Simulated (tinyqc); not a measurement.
# Changing the step factor eta

Model: nudged elastic band on a two-dimensional model surface. Computed by tinyqc, a small Python program. Command: `OMP_NUM_THREADS=1 python tinyqc.py 3028511 3028512 out.jsonl neb sweep`. One thread of a shared host (Intel(R) Xeon(R) Processor @ 2.30GHz), about 0.2 s of CPU time with the checks.

V(x, y) = -A (cos kx + cos ky) - B cos kx cos ky + (C sin ky + S sin kx)(1 - cos kx), k = 2 pi/a; the atom hops from the minimum at (0, 0) to that at (a, 0).

Inputs (values chosen for the exercise, for a model surface):

| quantity | value | unit |
|---|---|---|
| amplitude A | 0.41 | eV |
| amplitude B | 0.2 | eV |
| skew C | 0.086 | eV |
| asymmetry S | -0.085 | eV |
| period a | 3.4 | angstrom |
| movable images n | 3 | - |
| spring constant k_s | 0.71 | eV/angstrom^2 |
| iteration cap | 600 | - |

Surface: adatom on a square lattice. Climbing image: off.

Method:
- Newton steps x(new) = x - H^-1 grad V (moves limited to 0.3 angstrom) from (0, 0), (a, 0) and (a/2, 0) give the two minima and the saddle.
- Tangent at image i: towards the higher neighbour if the energies rise or fall through i; at a maximum or minimum, tau = t+ dmax + t- dmin if V(i+1) > V(i-1), else t+ dmin + t- dmax, with t+ = R(i+1) - R(i), t- = R(i) - R(i-1) and dmax, dmin the larger and smaller of |V(i+1) - V(i)| and |V(i-1) - V(i)|; then normalise. Force F = -grad V + (grad V.tau) tau + k_s (|t+| - |t-|) tau.
- Update R(new) = R + eta F; the end points stay fixed.
- Start on the straight line; stop when the largest force is below 1e-4 or above 1e6 eV/angstrom.

One run for each value:

| step factor eta (angstrom^2/eV) | iterations | energy of the highest image (eV) |
|---|---|---|
| 0.028 | 312 | 1.159 |
| 0.038 | 229 | 1.159 |
| 0.051 | 170 | 1.159 |
| 0.070 | 123 | 1.159 |
| 0.095 | 90 | 1.159 |
| 0.130 | 65 | 1.159 |
| 0.180 | 46 | 1.159 |
| 0.240 | 34 | 1.159 |
| 0.330 | 24 | 1.159 |

Over the rows, iterations falls from 312 to 24.0 (exponent d ln y / d ln x -1.0 between the first rows and -1.1 between the last). While the steps are short the count falls about as 1/eta; the converged energy does not depend on eta.

Extremes, crossings and ranges named in words are read from the listed rows.
